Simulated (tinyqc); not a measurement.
From one set of inputs to another, one input at a time: anisotropic elasticity and sound waves of a cubic crystal. Computed by tinyqc, a small Python program. Command: `OMP_NUM_THREADS=1 python tinyqc.py 3027557 3027558 out.jsonl cubicelastic ladder`. One thread of a shared host (Intel(R) Xeon(R) Processor @ 2.30GHz), about 0.01 s of CPU time with the checks.

Voigt order 1..6 = xx, yy, zz, yz, xz, xy, with engineering shear strains. The rotated frame has x' as named, z' along the wafer normal and y' = z' x x'.

The inputs printed are set A. Set A is modelled on diamond; the values taken over come from a set modelled on copper. Inputs not listed in the table keep their values of set A, so the rows need not describe a real material.

Inputs (values chosen for the exercise, modelled on diamond): C11 = 1091 GPa; C12 = 122.9 GPa; C44 = 572 GPa; expansion coefficient of the film = 1 ppm/K; expansion coefficient of the substrate = 0.55 ppm/K; cooling Delta T = 200 K.

Frame: (110) wafer, x' along [1-11].

direction cosines a (rows x', y', z' in the cube axes), rows x', y', z', columns x, y, z:
$$\begin{pmatrix}
0.5773503 & -0.5773503 & 0.5773503 \\
0.4082483 & -0.4082483 & -0.8164966 \\
0.7071068 & 0.7071068 & 0.0000000
\end{pmatrix}$$

Method:
- S11 = (C11 + C12)/D, S12 = -C12/D, D = (C11 - C12)(C11 + 2 C12), S44 = 1/C44. Zener ratio A = 2 C44/(C11 - C12); S0 = S11 - S12 - S44/2; H = 2 C44 + C12 - C11.
- C'_ijkl = C12 delta_ij delta_kl + C44 (delta_ik delta_jl + delta_il delta_jk) - H sum_m a_im a_jm a_km a_lm.
- Invert C' to S'. E along x' = 1/S'11, along y' = 1/S'22; Poisson ratios nu(x'y') = -S'12/S'11 and nu(x'z') = -S'13/S'11; in-plane shear modulus 1/S'66.
- On cooling, a thick substrate imposes eps_1 = eps_2 = (alpha_film - alpha_substrate) Delta T and eps_6 = 0; the free surface sets sigma_3 = sigma_4 = sigma_5 = 0, which fixes eps_3, eps_4, eps_5. Biaxial modulus M = (sigma_1 + sigma_2)/(2 eps); energy density M eps^2. Elastic response and constant coefficients are assumed.

Each row keeps all changes above it:
```
input moved                                      from     to  biaxial modulus M (GPa)  in-plane shear modulus (GPa)  Zener ratio A
set A                                               -      -                   1247.3                        510.20         1.1817
cooling Delta T (K)                               200    300                   1247.3                        510.20         1.1817
C12 (GPa)                                       122.9  123.4                   1247.8                        510.01         1.1823
expansion coefficient of the film (ppm/K)           1     17                   1247.8                        510.01         1.1823
C44 (GPa)                                         572  74.96                    694.9                        171.68         0.1549
expansion coefficient of the substrate (ppm/K)   0.55    2.6                    694.9                        171.68         0.1549
C11 (GPa)                                        1091  169.1                    232.9                         29.74         3.2805
```

Which inputs carry the difference?

Biaxial modulus M goes from 1250 to 233, a factor 0.187 in all. The largest single move comes from C11 (a factor 0.335). In-plane shear modulus goes from 510 to 29.7, a factor 0.0583 in all. The largest single move comes from C11 (a factor 0.173). Zener ratio A goes from 1.18 to 3.28, a factor 2.78 in all. The largest single move comes from C11 (a factor 21.2), and C44 works against it (a factor 0.131). The single moves hold for this order of the switches; the total does not depend on the order.

Caution (rows expansion coefficient of the film, C44, expansion coefficient of the substrate, C11): the thermal stress of this film exceeds 200 MPa, which can relax by slip, cracking or buckling in a real film.

Extremes, crossings and ranges named in words are read from the listed rows.
